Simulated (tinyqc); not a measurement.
Schottky barrier on an n-type semiconductor, non-linear Poisson equation by Newton steps: one step of the calculation.

One dimension, metal at x = 0, donor density C(x) = Nd, uniform. Energies are counted from the electron Fermi level of the semiconductor and the conduction-band edge is Ec = -psi, so n = Nc exp(psi/Vt); holes follow the Fermi level of the metal, at -V, so p = Nv exp((V - psi - Eg)/Vt). Ends: psi(0) = V - phiB and psi = Vt ln(Nd/Nc) deep inside. Boltzmann statistics, full ionisation, no current, no image force in the Poisson equation.

Problem. Newton step. Solve the tridiagonal system a_(i-1) d_(i-1) + b_i d_i + a_i d_(i+1) = -F_i for nodes 1 to 10, with d = 0 on fixed nodes. Half of the step is added while the largest |d| exceeds 1.5 Vt, the full step after that.

Inputs (values chosen for the exercise): temperature T = 300 K.

Constants: q = 1.602176634e-19 C, kB = 1.380649e-23 J/K, Vt = kB T/q. Results are converted to the units shown.

coupling a_i, interval 0 to 10 (F/cm^2): 1.8376616e-6  1.5709043e-6  1.3161631e-6  1.1194950e-6  9.5486339e-7  8.1163388e-7  6.9075224e-7  5.8320998e-7  5.0204158e-7  4.2346116e-7  3.4784309e-7

```
node  diagonal b (F/cm^2)  residual F (C/cm^2)
1           -3.4085659e-6        1.7828455e-18
2           -2.8870673e-6                   ~0
3           -2.4356581e-6       -2.3549170e-17
4           -2.0743602e-6       -4.6916159e-14
5           -1.7682201e-6       -4.4539237e-11
6           -1.8277996e-6        -8.4125892e-9
7           -4.4234213e-6        -3.7574030e-8
8           -4.7767900e-6       -5.1890497e-13
9           -5.2612709e-6                    0
10          -5.9864971e-6                    0
```

psi at the start, node 0 to 11 (V): -1.2200000  -1.0436113  -0.8566226  -0.6607590  -0.4685056  -0.2954308  -0.1641215  -0.1097208  -0.1097199  -0.1097199  -0.1097199  -0.1097199

Give: Newton step d, before damping; psi after iteration 1.

Solution.

Newton step d, before damping, node 1 to 10 (V): -0.001394  -0.003025  -0.004971  -0.007259  -0.009942  -0.013064  -0.010709  -0.001321  -0.000127  -0.000009
psi after iteration 1, node 0 to 11 (V): -1.2200  -1.0450  -0.8596  -0.6657  -0.4758  -0.3054  -0.1772  -0.1204  -0.1110  -0.1098  -0.1097  -0.1097

Numbers from tinyqc (`OMP_NUM_THREADS=1 python tinyqc.py 2020154 2020155 out.jsonl`; about 0.07 s on one thread of a shared Intel Xeon 2.30GHz).

~0 in a residual or rate marks an entry under 1e-11 of the largest of its column.
